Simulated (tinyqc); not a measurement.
What moves the results: Gamma, L and X subbands of a thin body with non-parabolic valleys. A value that a table varies takes the place of the one given here.

Hard walls, flat band, c = hbar^2/2m0, energies from the bulk Gamma edge. For a valley at angle theta to the normal 1/m_z = cos^2/ml + sin^2/mt and m_d = sqrt(ml mt^2/m_z). Subband n starts at E_v + e with e (1 + a e) = c (n pi/t)^2/m_z, and its density-of-states mass is taken as m_d (1 + 2 a e), without further growth at higher in-plane energy. Groups are named by valley and degeneracy.

n_i = g m/(2 pi c) kB T ln(1 + exp((EF - E_i)/kB T)), sum n_i = Ns (1e12/cm^2 = 1e-4/angstrom^2), c = hbar^2/2m0. Quantum capacitance Cq = 1602.176634 sum g m/(2 pi c) f_i in microfarad/cm^2 with f_i = 1/(1 + exp((E_i - EF)/kB T)); Cox = 34.5313/eot (one gate); C/Cox = Cq/(Cq + Cox), the centroid term left out.

Constants: hbar^2/2m0 = 3.80998211 eV angstrom^2; kB = 8.617333262e-05 eV/K.

Parameters, chosen for this exercise (near those of a thin GaSb channel; shifted at random, so the results belong to these values and not to a real crystal):
- face = 110 (surface)
- mG = 0.0393 m0 (Gamma mass)
- aG = 1.12 1/eV (Gamma non-parabolicity)
- EL = 0.059 eV (L edge above Gamma)
- mL = (1.27, 0.099) m0 (L valleys (four, along <111>): ml, mt)
- EX = 0.338 eV (X edge above Gamma)
- mX = (1.462, 0.227) m0 (X valleys (three, along <100>): ml, mt)
- aS = 0.48 1/eV (non-parabolicity of L and X)
- Ns = 2.8 x 1e12/cm^2 (sheet density)
- T = 300 K (temperature)
- eot = 13 angstrom (equivalent oxide thickness)
- ts = (20, 26, 34, 45, 60, 85, 130) angstrom (thicknesses)
- t = 64 angstrom (body thickness)
- Nl = (0.5, 1, 2, 4, 7, 11, 16) x 1e12/cm^2 (sheet densities)

## Thinning the body

Lowest edge of each valley type, the lowest group, the Gamma share and C/Cox, with n = 1 to 8 of all groups.

Results:

| t (angstrom) | Gamma (eV) | L (eV) | X (eV) | lowest | Gamma share (%) | C/Cox |
|---|---|---|---|---|---|---|
| 20 | 1.082 | 0.376 | 0.555 | L2 | 0.0 | 0.840 |
| 26 | 0.763 | 0.257 | 0.471 | L2 | 0.0 | 0.838 |
| 34 | 0.522 | 0.179 | 0.418 | L2 | 0.0 | 0.836 |
| 45 | 0.342 | 0.129 | 0.384 | L2 | 0.0 | 0.837 |
| 60 | 0.214 | 0.099 | 0.364 | L2 | 0.2 | 0.845 |
| 85 | 0.117 | 0.079 | 0.351 | L2 | 1.7 | 0.854 |
| 130 | 0.053 | 0.068 | 0.344 | G1 | 5.8 | 0.858 |

What can be read from the table?

From 130 down to 20 angstrom Gamma rises by 1.03 eV, L by 0.31 and X by 0.21 eV, the light Gamma mass moving most. The lowest group changes from G1 to L2 between 130 and 85 angstrom. The Gamma share goes from 6 % to 0 %. C/Cox is 0.86 and 0.84 at the ends and lies between 0.84 and 0.86. Hard walls overstate the rise in the thinnest rows.

## Raising the sheet density

Fixed thickness, n = 1 to 8 of all groups; the gate overdrive above the lowest edge is (EF - E_lowest)/e + 0.1602177 Ns/Cox in volts.

Results:

| Ns (1e12/cm^2) | EF - lowest (eV) | Gamma share (%) | Cq | C/Cox | overdrive (V) |
|---|---|---|---|---|---|
| 0.5 | -0.064 | 0.2 | 3.00 | 0.530 | -0.034 |
| 1.0 | -0.045 | 0.2 | 5.81 | 0.686 | 0.015 |
| 2.0 | -0.025 | 0.3 | 10.94 | 0.805 | 0.095 |
| 4.0 | -0.004 | 0.3 | 19.72 | 0.881 | 0.237 |
| 7.0 | 0.015 | 0.3 | 30.51 | 0.920 | 0.438 |
| 11.0 | 0.033 | 0.4 | 42.41 | 0.941 | 0.696 |
| 16.0 | 0.049 | 0.5 | 54.93 | 0.954 | 1.015 |

How do the results move?

The lowest subband is L2 n=1; the light Gamma level lies 98 meV above it, lifted there by confinement. At the highest density band filling takes 0.049 V of the 1.015 V overdrive. Cq grows from 3.0 to 54.9 microfarad/cm^2 while EF moves from -0.064 to +0.049 eV against the lowest edge; the Gamma share stays near 0 %.

## What each parameter does

n = 1 to 8 of all groups. Each row changes one parameter from the base and keeps the others.

Results:

| case | lowest edge (eV) | EF (eV) | Gamma share (%) | C/Cox |
|---|---|---|---|---|
| base | 0.094 | 0.079 | 0.3 | 0.847 |
| t = 72 angstrom | 0.087 | 0.068 | 0.7 | 0.850 |
| mG = 0.0452 m0 | 0.094 | 0.079 | 0.7 | 0.847 |
| aG = 0.78 1/eV | 0.094 | 0.079 | 0.2 | 0.847 |
| EL = 0.109 eV | 0.144 | 0.128 | 1.8 | 0.847 |
| Ns = 4.2 x 1e12/cm^2 | 0.094 | 0.092 | 0.3 | 0.885 |
| eot = 11 angstrom | 0.094 | 0.079 | 0.3 | 0.824 |
| T = 250 K | 0.094 | 0.088 | 0.1 | 0.862 |

What does this show?

The largest shifts from the base row, up to three for each result and ties (the steps differ in size, so this ranks the rows, not the parameters). lowest edge (eV): EL +0.050, t -0.007; unchanged at the printed digits by mG, aG, Ns, eot and T. EF (eV): EL +0.050, Ns +0.013, t -0.011; unchanged at the printed digits by mG, aG and eot. Gamma share (%): EL +1.5, mG +0.4, t +0.4; unchanged at the printed digits by Ns and eot. C/Cox: Ns +0.039, eot -0.023, T +0.015; unchanged at the printed digits by mG, aG and EL.

tinyqc: `OMP_NUM_THREADS=1 python tinyqc.py 1282781 1282782 out.jsonl`; about 0.03 s, one thread, shared Intel(R) Xeon(R) Processor @ 2.30GHz.
